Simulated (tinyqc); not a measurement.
Charge stability of a double quantum dot, constant-interaction model with a charge sensor: a scan of gate 1.

Capacitance matrix C = [[C1, -Cm], [-Cm, C2]], C1 = G1 + X1 + Cm + L1, C2 = G2 + X2 + Cm + L2. Gate charges n1 = (G1 V1 + X1 V2)/q, n2 = (X2 V1 + G2 V2)/q. The state (N1, N2) has U = (1/2) d^T E d with d = (N1 - n1, N2 - n2) and E = q^2 C^(-1). Leads at 0 V; no tunnel coupling, spin or level spacing. The sensor reads s1 <N1> + s2 <N2>.

Thermal means over all states within two electrons of the gate charges.

Inputs (values chosen for the exercise):
- G1 = 1.6 aF (gate 1 to dot 1)
- G2 = 0.99 aF (gate 2 to dot 2)
- X1 = 0.16 aF (gate 2 to dot 1)
- X2 = 0.2 aF (gate 1 to dot 2)
- Cm = 1.8 aF (between the dots)
- L1 = 4.4 aF (dot 1 to leads and ground)
- L2 = 5.8 aF (dot 2 to leads and ground)
- s1 = 0.8 (sensor weight of dot 1)
- s2 = 0.3 (sensor weight of dot 2)
- T = 6.4 K (temperature)
- V2 = 147 mV (voltage of gate 2)

Constants: q = 1.602176634e-19 C, kB = 1.380649e-23 J/K, Vt = kB T/q. Results are converted to the units shown.

A scan of gate 1:
```
V1 (mV)	<N1>	<N2>	sensor	N1 of the ground state	N2 of the ground state
-48.7	-0.007	1.000	0.294	0	1
-29.9	0.000	1.000	0.300	0	1
-11.2	0.000	1.000	0.300	0	1
7.53	0.000	1.000	0.300	0	1
26.3	0.019	1.000	0.315	0	1
45	0.968	1.000	1.074	1	1
63.7	1.000	1.000	1.100	1	1
82.5	1.000	1.000	1.100	1	1
101	1.000	1.000	1.100	1	1
120	1.004	1.000	1.103	1	1
139	1.878	1.000	1.803	2	1
157	2.000	1.000	1.900	2	1
176	2.000	1.000	1.900	2	1
```

What does the comparison show?

The ground state changes 2 time(s) between the rows listed: (0,1) to (1,1); (1,1) to (2,1). Adding to dot 1 moves the sensor by s1 = 0.8, adding to dot 2 by s2 = 0.3, and a shift from dot 2 to dot 1 by 0.500. Far from triple points dot 1 gains an electron about every q/(G1 + X2 Cm/C2) = 97.6 mV.

tinyqc, about 0.01 s, one thread, Intel Xeon 2.30GHz (shared host): `OMP_NUM_THREADS=1 python tinyqc.py 2470007 2470008 out.jsonl`
